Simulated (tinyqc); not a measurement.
Resistance of a source-drain extension with a graded tip: two steps of the calculation.

y runs along the channel, the gate covers y > 0. The doping is N0 for y < y0 and N0 10^(-(y - y0)/la) beyond, uniform over the depth xj. Sheet conductance s(y) = q mu(N) max(N - Nch, 0) xj + (for y > 0) ma Cox Vo, with mu(N) = u0 + (u1 - u0)/(1 + (N/Nr)^au) and Cox = eps0 eox/tox. Current is taken as one-dimensional; depletion of the tip, spreading and the contact are left out. The metallurgical junction lies at yj, where N = Nch.

Values chosen for this exercise; mobility law close to that of electrons in silicon:
- eox = 3.9 (relative permittivity of the gate insulator (close to silicon dioxide))
- tox = 1.1 nm (insulator thickness)
- N0 = 2e20 cm^-3 (active doping of the extension far from the gate)
- la = 2.9 nm/decade (lateral abruptness)
- y0 = 3.1 nm (position under the gate where the fall begins (gate edge at 0))
- xj = 12 nm (depth of the extension)
- Nch = 5.3e17 cm^-3 (channel doping)
- Vo = 0.84 V (gate overdrive)
- ma = 130 cm^2/(V s) (mobility of the gate-induced layer)
- u1 = 1414 cm^2/(V s) (mobility at low doping)
- u0 = 68.5 cm^2/(V s) (mobility at high doping)
- Nr = 9.2e16 cm^-3 (reference doping)
- au = 0.711 (exponent)
- Lg = 50 nm (gate length)

Constants: q = 1.602176634e-19 C, eps0 = 8.8541878128e-14 F/cm where lengths are in cm. Results are converted to the units shown.

Question 1. Sheet resistances and junction position. yj = y0 + la log10(N0/Nch); sheet resistance of the full extension 1/[q mu(N0)(N0 - Nch) xj] and of the gate-induced layer 1/(ma Cox Vo); metallurgical length Lg - 2 yj; ye is where the doped and the gate-induced conductances are equal.

Wanted: yj; sheet resistance of the extension; sheet resistance of the induced layer; metallurgical length; ye; N at ye.

Answer 1.

yj = 10.573 nm
sheet resistance of the extension = 351.52 ohm/square
sheet resistance of the induced layer = 2917.1 ohm/square
metallurgical length = 28.855 nm
ye = 6.0915 nm
N at ye = 1.8599e19 cm^-3

The gate takes over 4.48 nm before the junction, where N is still 35.1 times the channel doping.

Question 2. Resistance of the overlapped part. Midpoint rule on 8 equal steps from 0 to yj: R_ov = sum h/s(y), per width.

Give: y; N; doped conductance; sheet resistance; R_ov.

Answer 2.

| point | y (nm) | N (cm^-3) | doped conductance (uS) | sheet resistance (ohm/square) |
|---|---|---|---|---|
| 0 | 0.66079 | 2.0000e20 | 2844.8 | 313.72 |
| 1 | 1.9824 | 2.0000e20 | 2844.8 | 313.72 |
| 2 | 3.3039 | 1.7010e20 | 2440.9 | 359.24 |
| 3 | 4.6255 | 5.9565e19 | 929.12 | 786.21 |
| 4 | 5.9471 | 2.0858e19 | 376.62 | 1390.0 |
| 5 | 7.2687 | 7.3040e18 | 164.02 | 1973.1 |
| 6 | 8.5902 | 2.5577e18 | 71.788 | 2412.0 |
| 7 | 9.9118 | 8.9564e17 | 20.467 | 2752.8 |

R_ov = 13.613 ohm um

Program tinyqc, `OMP_NUM_THREADS=1 python tinyqc.py 2282103 2282104 out.jsonl`; Intel Xeon 2.30GHz, shared host, one thread, about 0.03 s.
